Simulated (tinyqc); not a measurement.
Reverse leakage of an n+-p junction: diffusion, generation, trap-assisted and band-to-band tunnelling: one step of the calculation.

One-sided abrupt junction in the depletion approximation, x from the junction (0) to W on the p side, field F = F0 (1 - x/W). Flat quasi-Fermi levels, long p side. Traps generate through SRH with both lifetimes shortened by 1 + Gamma (Hurkx enhancement, form for moderate fields); band-to-band generation is local and needs a total bending above Eg.

Problem. Field, scales and diffusion current. ni = sqrt(Nc Nv) exp(-Eg/(2 Vt)), Eg in volts; Vbi = Vt ln(Na Nd/ni^2); W = sqrt(2 eps0 eps_r (Vbi + VR)/(q Na)); F0 = 2 (Vbi + VR)/W; FG = sqrt(24 mt m0 (kB T)^3)/(q hbar); J_diff = q ni^2 sqrt(Dn/tau)(1 - exp(-VR/Vt))/Na.

Parameters, values chosen for the exercise; band and dielectric values close to those of silicon:
- T = 350 K (temperature)
- Eg = 1.13 eV (band gap)
- eps_r = 11.6 (relative permittivity)
- Nc = 3.52e19 cm^-3 (conduction-band density of states at T)
- Nv = 3.4e19 cm^-3 (valence-band density of states at T)
- Na = 2.4e16 cm^-3 (acceptor density of the lighter side)
- Nd = 1e19 cm^-3 (donor density of the heavier side)
- tau = 3e-9 s (SRH lifetime of both carriers at zero field)
- mt = 0.26 m0 (tunnelling mass)
- Dn = 9.4 cm^2/s (electron diffusion coefficient on the lighter side)
- VR = 1.9 V (reverse bias)

Constants: q = 1.602176634e-19 C, kB = 1.380649e-23 J/K, hbar = 1.054571817e-34 J s, m0 = 9.1093837015e-31 kg, Vt = kB T/q, eps0 = 8.8541878128e-14 F/cm where lengths are in cm. Results are converted to the units shown.

Give: ni; Vbi; W; F0; FG; J_diff.

Solution.

ni = 2.531e11 cm^-3
Vbi = 0.8732 V
W = 384.9 nm
F0 = 144.1 kV/cm
FG = 474.0 kV/cm
J_diff = 2.395e-8 A/cm^2

Numbers from tinyqc (`OMP_NUM_THREADS=1 python tinyqc.py 2290055 2290056 out.jsonl`; about 0.01 s on one thread of a shared Intel Xeon 2.30GHz).
